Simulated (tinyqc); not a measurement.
Four methods from the same start: geometry relaxation of a small cluster. Computed by tinyqc, a small Python program. Command: `OMP_NUM_THREADS=1 python tinyqc.py 3015192 3015193 out.jsonl relax walk`. One thread of a shared host (Intel(R) Xeon(R) Processor @ 2.30GHz), about 0.03 s of CPU time with the checks.

E = sum_i {sum_j A exp(-p (r_ij/r0 - 1)) - xi sqrt(rho_i)}, rho_i = sum_j exp(-2 q (r_ij/r0 - 1)); the force on i is -sum_j w_ij (R_i - R_j)/r_ij with w_ij = -(2p/r0) A exp(-p (r_ij/r0 - 1)) + (xi q/r0) exp(-2 q (r_ij/r0 - 1)) (rho_i^(-1/2) + rho_j^(-1/2)).

Inputs (values chosen for the exercise, for model atoms):

| quantity | value | unit |
|---|---|---|
| length r0 | 2.92 | angstrom |
| repulsion A | 0.12 | eV |
| hopping xi | 1.63 | eV |
| decay p | 11.3 | - |
| decay q | 2.88 | - |
| step factor eta | 0.018 | angstrom^2/eV |
| largest number of steps | 500 | - |

Potential: Gupta. Method: conjugate gradient.

starting positions (angstrom):
```
            x      y      z
atom 1  -0.18  -0.19  -0.17
atom 2   2.93   0.03  -0.08
atom 3   1.52   2.28    0.2
atom 4   1.18   0.99   2.18
atom 5   1.54   0.67  -2.27
```

Method:
- Conjugate gradient (Polak-Ribiere): d = F + beta d(old), beta = max(0, F.(F - F(old))/|F(old)|^2), d = F at first; step length from one secant, s = eta (F.d)/(F.d - F(R + eta d).d), replaced by eta if that is not positive; R(new) = R + s d.
- No atom moves more than 0.3 angstrom a step (the whole step is scaled). Stop when the largest force component is below 1e-5 eV/angstrom.
- Hessian at the final positions by central differences of the forces; six eigenvalues vanish (translations and rotations). Steepest descent is stable for eta below 2/lambda_max and contracts the softest mode by 1 - eta lambda_min a step.
- Steepest descent: R(new) = R + eta F.
- BFGS: R(new) = R + B F with the inverse Hessian B = eta 1 at first; with s = R(new) - R, y = F - F(new), rho = 1/(y.s): B(new) = (1 - rho s y^T) B (1 - rho y s^T) + rho s s^T, skipped if y.s is not positive.
- FIRE with unit mass: if F.v > 0, v = (1 - a) v + a |v| F/|F|, and after more than 5 such steps in a row dt = min(1.1 dt, 5 dt0), a = 0.99 a; else v = 0, a = 0.1, and dt = dt/2 (not at the first step). Then v = v + dt F, R(new) = R + dt v. dt0 = sqrt(eta), a = 0.1 at first.
- In this comparison each method may take up to 1500 steps.

contraction of the softest mode = 0.957376

non-zero eigenvalues (eV/angstrom^2): 2.3680  2.3680  5.8414  7.8052  7.8053  9.3646  9.3647  17.6003  24.6386

condition number = 10.4048

Cost:

| method | steps | force calls | final E (eV) | calls to reach 1e-2 |
|---|---|---|---|---|
| steepest descent | 237 | 238 | -14.156 | 80 |
| conjugate gradient | 21 | 43 | -14.156 | 25 |
| BFGS | 32 | 33 | -14.156 | 18 |
| FIRE | 129 | 130 | -14.156 | 53 |

What does the comparison show, and why?

In force calls the order is BFGS (33), conjugate gradient (43), FIRE (130), steepest descent (238). All that converged end at the same energy. Near the minimum steepest descent multiplies the slowest mode by 0.957 in size a step, 53 steps a decade of force, at a condition number of 10.4. It is the dearest here: the others use earlier steps to learn the curvature or to build momentum along soft directions.

Extremes, crossings and ranges named in words are read from the listed rows.
